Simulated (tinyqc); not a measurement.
Relaxation at fixed composition: composition and strain of an epitaxial Si(1-x)Ge(x) layer from Raman and X-ray peaks. Computed by tinyqc, a small Python program. Command: `OMP_NUM_THREADS=1 python tinyqc.py 3025336 3025337 out.jsonl epiraman walk`. One thread of a shared host (Intel(R) Xeon(R) Processor @ 2.30GHz), about 0.01 s of CPU time with the checks.

A (001) layer, biaxially strained in the plane. The Raman peaks follow empirical lines omega = w0 + c1 x + c3 x^3 + b eps (c3 for Si-Ge alone), with eps the in-plane strain.

Inputs (values chosen for the exercise, modelled on silicon-germanium):
```
quantity,value,unit
Ge fraction x,0.55,-
lattice constant of Si,5.431,angstrom
lattice constant of Ge,5.658,angstrom
bowing B,0.028,angstrom
2 C12/C11 of Si,0.775,-
2 C12/C11 of Ge,0.748,-
Si-Si: w0,521.2,1/cm
Si-Si: c1,-68.6,1/cm
Si-Si: strain coefficient b,-680,1/cm
Ge-Ge: w0,280.2,1/cm
Ge-Ge: c1,19.6,1/cm
Ge-Ge: strain coefficient b,-456,1/cm
X-ray wavelength,1.540598,angstrom
```

Substrate: germanium.

Method:
- Relaxed lattice constant a(x) = a_Si + (a_Ge - a_Si) x - B x (1 - x).
- In-plane constant a_par = a_sub + R (a(x) - a_sub); eps = a_par/a(x) - 1; eps_perp = -(2 C12/C11) eps with 2 C12/C11 linear in x; a_perp = a(x) (1 + eps_perp).
- (004) Bragg angle theta = arcsin(2 lambda/a), with a = a_perp for the layer and a_sub for the substrate; separation = layer less substrate. The apparent x is the one that a fully strained layer (R = 0) would need to give the same a_perp.

Signatures:
```
R,eps (per mille),Si-Si (1/cm),Ge-Ge (1/cm),a_perp (angstrom),(004) separation (arcsec),apparent x if R = 0 is assumed
0.00,19.658,470.10,282.02,5.4660,4740.1,0.55000
0.15,16.709,472.11,283.36,5.4784,4420.6,0.58043
0.30,13.761,474.11,284.71,5.4909,4103.0,0.61067
0.50,9.829,476.79,286.50,5.5075,3682.2,0.65069
0.70,5.897,479.46,288.29,5.5240,3264.6,0.69038
0.85,2.949,481.46,289.64,5.5365,2953.3,0.71994
1.00,0.000,483.47,290.98,5.5489,2643.8,0.74933
```

What does the comparison show, and why?

Full relaxation moves the Si-Si peak by +13.37 per cm and shrinks the X-ray separation to 56 % of its strained value, about 1/(1 + 2 C12/C11). A symmetric reflection alone cannot part x from R: a relaxed layer read as strained gives x = 0.749 in place of 0.55. An asymmetric reflection or a second peak is needed.

Extremes, crossings and ranges named in words are read from the listed rows.
